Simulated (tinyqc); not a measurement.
# Trapped share and trap depth from dynamic on-resistance

Problem. Traps remove the share ft of the electrons in the drain access (length Ld, sheet resistance Rsh before stress), so Ron grows by Rsh Ld ft/(1 - ft). The recovery time goes as T^(-2) exp(q Ea/(kB T)). Find ft and Ea.

Parameters, values chosen for the exercise:
```
symbol,value,unit,meaning
Ld,8,um,drain access length
```

Constants: q = 1.602176634e-19 C, kB = 1.380649e-23 J/K. Results are converted to the units shown.

Ron before and just after an off-state stress (ohm mm): 9.0570956  10.861730
Rsh = 676.73779 ohm
recovery times at 320 and 390 K (s): 2.2  0.038688881

Solution. The rise of Ron over Rsh Ld is ft/(1 - ft); ln(t T^2) is linear in 1/T.

ft = 0.250
Ea = 0.560 eV

Program tinyqc, `OMP_NUM_THREADS=1 python tinyqc.py 2570146 2570147 out.jsonl`; Intel Xeon 2.30GHz, shared host, one thread, about 0.02 s.
